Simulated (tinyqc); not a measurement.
# MOSFET in the linear regime without short-channel effects, parameter extraction from computed curves: extraction methods against the temperature

Inversion charge Q = Cox n Vt W0(exp((Vg - VT)/(n Vt))), W0 the Lambert function and n = nf; u = Q/Cox; mobility mu = mu0/(1 + th1 u + th2 u^2); channel resistance Rch = (L - dL)/(W mu Q); Id = Vd/(Rch + Rsd/W). Cox = eps0 eox/tox. Small Vd, no channel-length or drain effects.

From the continuous curve Id(Vg): tangent at peak gm (V_ext = Vg - Id/gm); constant current Id = 0.1 uA W/L; peak of d2Id/dVg2; Y = Id/sqrt(gm) drawn through Vg = VT + 0.6 and VT + 0.8 V, with intercept VT_Y and slope s. Mobilities gm,max L/(W Cox Vd) and s^2 L/(W Cox Vd) with the drawn L. Last column: share of Rsd/W in the total resistance at VT + 0.8 V.

Inputs (values chosen for the exercise); channel values of the order met in silicon transistors: relative permittivity of the gate insulator (close to silicon dioxide) eox = 3.9; insulator thickness tox = 1.3 nm; low-field mobility mu0 = 85 cm^2/(V s); first mobility attenuation factor th1 = 0.72 1/V; second mobility attenuation factor th2 = 0 1/V^2; threshold voltage VT = 0.43 V; body factor nf = 1.44; gate width W = 1 um; drawn gate length L = 0.89 um; drawn less effective length dL = 0.014 um; source plus drain resistance Rsd = 99 ohm um; drain voltage Vd = 0.02 V.

Constants: q = 1.602176634e-19 C, kB = 1.380649e-23 J/K, Vt = kB T/q, eps0 = 8.8541878128e-14 F/cm where lengths are in cm. Results are converted to the units shown.

Extraction methods against the temperature:
```
T (K)	V_ext (V)	constant current (V)	second derivative (V)	VT_Y (V)	mobility from gm (cm^2/(V s))	mobility from Y (cm^2/(V s))	series share (%)
77	0.435	0.460	0.427	0.456	68.7	83.9	1.24
110	0.435	0.459	0.426	0.462	65.9	82.8	1.22
150	0.434	0.455	0.425	0.467	63.1	81.5	1.21
220	0.430	0.446	0.421	0.473	59.3	79.2	1.19
300	0.424	0.433	0.416	0.476	56.0	76.5	1.16
370	0.417	0.419	0.412	0.476	53.6	74.2	1.15
450	0.408	0.401	0.406	0.474	51.2	71.7	1.13
```

Read the table: what changes, and by how much?

The model has VT = 0.43 V and mu0 = 85 cm^2/(V s). Over the table the extracted thresholds move by 28 mV (tangent), 60 mV (constant current), 21 mV (second derivative), 20 mV (Y function). The mobility from gm falls from 68.7 to 51.2 and that from Y falls from 83.9 to 71.7 cm^2/(V s).

Program tinyqc, `OMP_NUM_THREADS=1 python tinyqc.py 2210021 2210022 out.jsonl`; Intel Xeon 2.30GHz, shared host, one thread, about 0.01 s.
